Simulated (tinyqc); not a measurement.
Worked calculation: empirical pseudopotential in a few plane waves. One step of it, computed by the program tinyqc.

Problem. Bloch Hamiltonian at G. Basis: the 15 shortest G (labels in 2 pi/a), the same at every k. H(G,G') = c |k + G|^2 delta + VS(|G-G'|^2) cos((G-G').tau) + i VA sin((G-G').tau), tau = a/8 (1,1,1); 1 Ry = 13.605693 eV.

Parameters chosen for this model: fcc lattice, atoms at +/- a/8 (1,1,1); form factors in rydberg at |G|^2 in units of (2 pi/a)^2:
```
parameter,value,unit
a,5.480000,angstrom
VS(3),-0.237000,Ry
VS(8),0.040000,Ry
VS(11),0.065000,Ry
VA(3),0,Ry
VA(4),0,Ry
VA(11),0,Ry
hbar^2/2m (2 pi/a)^2,5.008660,eV
```

k point G (2 pi / a): 0  0  0

Give: H(k) at G.

Solution.

H(k) at G (eV), lower triangle:
```
,+0+0+0,-1-1-1,-1-1+1,-1+1-1,-1+1+1,+1-1-1,+1-1+1,+1+1-1,+1+1+1,-2+0+0,+0-2+0,+0+0-2,+0+0+2,+0+2+0,+2+0+0
+0+0+0,0.0000
-1-1-1,2.2801,15.0260
-1-1+1,-2.2801,0.0000,15.0260
-1+1-1,-2.2801,0.0000,0.5442,15.0260
-1+1+1,-2.2801,-0.5442,0.0000,0.0000,15.0260
+1-1-1,-2.2801,0.0000,0.5442,0.5442,0.0000,15.0260
+1-1+1,-2.2801,-0.5442,0.0000,0.0000,0.5442,0.0000,15.0260
+1+1-1,-2.2801,-0.5442,0.0000,0.0000,0.5442,0.0000,0.5442,15.0260
+1+1+1,2.2801,0.0000,-0.5442,-0.5442,0.0000,-0.5442,0.0000,0.0000,15.0260
-2+0+0,0.0000,-2.2801,-2.2801,-2.2801,2.2801,0.6253,-0.6253,-0.6253,-0.6253,20.0346
+0-2+0,0.0000,-2.2801,-2.2801,0.6253,-0.6253,-2.2801,2.2801,-0.6253,-0.6253,0.5442,20.0346
+0+0-2,0.0000,-2.2801,0.6253,-2.2801,-0.6253,-2.2801,-0.6253,2.2801,-0.6253,0.5442,0.5442,20.0346
+0+0+2,0.0000,-0.6253,2.2801,-0.6253,-2.2801,-0.6253,-2.2801,0.6253,-2.2801,-0.5442,-0.5442,0.0000,20.0346
+0+2+0,0.0000,-0.6253,-0.6253,2.2801,-2.2801,-0.6253,0.6253,-2.2801,-2.2801,-0.5442,0.0000,-0.5442,0.5442,20.0346
+2+0+0,0.0000,-0.6253,-0.6253,-0.6253,0.6253,2.2801,-2.2801,-2.2801,-2.2801,0.0000,-0.5442,-0.5442,0.5442,0.5442,20.0346
```
